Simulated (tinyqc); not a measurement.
Inside a calculation. Model: precursor delivery by bubblers, mass-transport growth and the solid composition of a III-V alloy. Computed by tinyqc, a small Python program that keeps every step. Command: `OMP_NUM_THREADS=1 python tinyqc.py 3017986 3017987 out.jsonl movpe_thermo walk`. One thread of a shared host (Intel(R) Xeon(R) Processor @ 2.30GHz), about 0.01 s of CPU time with the checks. Intermediate numbers are printed to about 6 digits and carried at full precision; extremes and crossings named in words are read from the listed rows.

1 sccm = 44.615 micromol/min; 1 torr = 133.322 Pa. The sources decompose fully at the surface.

Inputs (values chosen for the exercise, modelled on triethylgallium (source 1) and trimethylindium (source 2) for the vapour pressures):
```
quantity                                                                                                  value        unit
bath temperature T1                                                                                         288           K
bath temperature T2                                                                                         288           K
bubbler pressure p_b                                                                                        400        torr
carrier flow F1                                                                                              77        sccm
carrier flow F2                                                                                              35        sccm
total flow F_t                                                                                                3         slm
group-V flow F_V                                                                                             64        sccm
reactor pressure p                                                                                          200        torr
growth temperature T                                                                                       1020           K
diffusivity at 273 K and 760 torr                                                                          0.39      cm^2/s
flow cross-section A                                                                                         39        cm^2
distance from the leading edge z                                                                            7.1          cm
lattice constant a                                                                                         5.94    angstrom
interaction L0 of the solid                                                                                19.2      kJ/mol
log10 of p_B,eq over pure BC at 1000 K and 1 torr of group V (exaggerated: liquid indium has about -4.1)   -3.5  log10 torr
enthalpy of that equilibrium H                                                                              353      kJ/mol
```

Alloy: mixing on the group-III sites, with desorption of B.

constants a, b of source 1 (log10 torr, K): 8.069  2162

constants a, b of source 2 (log10 torr, K): 10.49  3014

Constants: k_B = 1.380649e-23 J/K; R = 8.314462618 J/(mol K).

## Bubblers

log10 p_v = a - b/T_bath; molar flow = F x 44.615 x p_v/(p_b - p_v) for a saturated bubbler.

vapour pressure 1 = 3.64801 torr

molar flow 1 = 31.6189 micromol/min

vapour pressure 2 = 1.05858 torr

molar flow 2 = 4.14345 micromol/min

One kelvin of bath error changes flow 1 by 6.1 % and flow 2 by 8.4 %.

## Partial pressures in the reactor

p_i = p n_i/(44615 F_t), F_t in slm; p_V = p F_V/(1000 F_t), counted per molecule supplied; V/III = 44.615 F_V/(n1 + n2); vapour fraction of source 2 = n2/(n1 + n2).

p_1 = 0.0472470 torr

p_2 = 0.00619141 torr

p_V = 4.26667 torr

V/III ratio = 79.8427

vapour fraction of source 2 = 0.115861

## Mass transport

Mean velocity u = (F_t/A)(760/p)(T/273); D = D0 (T/273)^1.75 (760/p); boundary layer delta = sqrt(pi D z/u); flux = D dp/(delta k_B T); growth rate = flux x a^3/4.

velocity u = 18.2023 cm/s

D = 14.8804 cm^2/s

boundary layer delta = 4.27020 cm

growth rate per torr of group III = 62.2281 micrometre/(h torr)

Caution: the boundary layer is a quarter or more of the root of the cross-section, so it fills much of the channel and depletion along the flow matters.

## Solid composition

A sticks fully. B desorbs: its surface pressure is p_B* = x gamma_B K/sqrt(p_V), ln gamma_B = L0 (1 - x)^2/(R T), K = 10^(log10 K at 1000 K) exp[-(H/R)(1/T - 1/1000)], p_V in torr. With equal diffusivities x = (p_2 - p_B*)/(p_1 + p_2 - p_B*). Growth rate = rate per torr x p_1/(1 - x).

K/sqrt(p_V) = 3.51961e-04 torr

solid fraction x = 0.111957

share of B incorporated, 1 - p_B*/p_2 = 0.962056

growth rate = 3.31075 micrometre/h

Only 96 % of the B supplied is built in; more group V or a lower T would raise it.

## Incorporation against temperature

A sticks fully. B desorbs: its surface pressure is p_B* = x gamma_B K/sqrt(p_V), ln gamma_B = L0 (1 - x)^2/(R T), K = 10^(log10 K at 1000 K) exp[-(H/R)(1/T - 1/1000)], p_V in torr. With equal diffusivities x = (p_2 - p_B*)/(p_1 + p_2 - p_B*).

At fixed flows:
```
T (K)  K/sqrt(p_V) (torr)         x  share of B incorporated, 1 - p_B*/p_2
953           1.88629e-05  0.115621                               0.997656
995           1.23680e-04  0.114413                               0.985892
1034          6.18372e-04  0.109237                               0.935818
1062          1.82558e-03  0.098135                               0.830362
1095          6.09032e-03  0.069921                               0.573682
1127          1.83130e-02  0.036006                               0.285027
1165          6.25767e-02  0.012911                               0.099811
1218          3.05568e-01  0.003007                               0.023015
```

x equals the vapour fraction 0.116 while gamma_B K/sqrt(p_V) is small against p_1 + p_2 = 0.053 torr and falls once it is not. Between the last rows the apparent energy R d ln x/d(1/T) is 324 kJ/mol, against H = 353.

Checks made by the program: the sensitivity to the bath against a difference (relative difference below 1e-10).
